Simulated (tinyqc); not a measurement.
# Trap density from one capacitance

Problem. Traps spread evenly through the insulator exchange electrons with the semiconductor by tunnelling, with tau(x) = t0 exp(2 ka x) at depth x from the interface. The admittance per area Y seen at depth x obeys dY/dx = -Y^2/(i w eps0 eox) + q Nb ln(1 + i w tau)/tau, with Y(0) = i w Cs and w = 2 pi f; the gate sees Y(tox) = G + i w C. Working variable y = Y/(i w), in uF/cm^2. Cox = eps0 eox/tox. Find Nb and G/w.

Values chosen for this exercise:
- eox = 3.92 (relative permittivity of the insulator)
- tox = 5.2 nm (insulator thickness)
- Cs = 3.2 uF/cm^2 (semiconductor capacitance in accumulation)
- ka = 5 1/nm (decay constant of the wave function in the insulator)
- t0 = 1e-11 s (time constant of a trap at the interface)
- f = 10000 Hz (frequency)

Constants: q = 1.602176634e-19 C, eps0 = 8.8541878128e-14 F/cm where lengths are in cm. Results are converted to the units shown.

C = 0.63067741 uF/cm^2

Answer. C rises steadily with Nb, so one density matches; in practice ka and t0 must come from the frequency dependence.

Nb = 4.60e19 cm^-3 eV^-1
G/w = 0.0130 uF/cm^2

Computed by the program tinyqc: `OMP_NUM_THREADS=1 python tinyqc.py 2202013 2202014 out.jsonl`, one thread of a shared Intel Xeon 2.30GHz, about 0.6 s for the whole run.
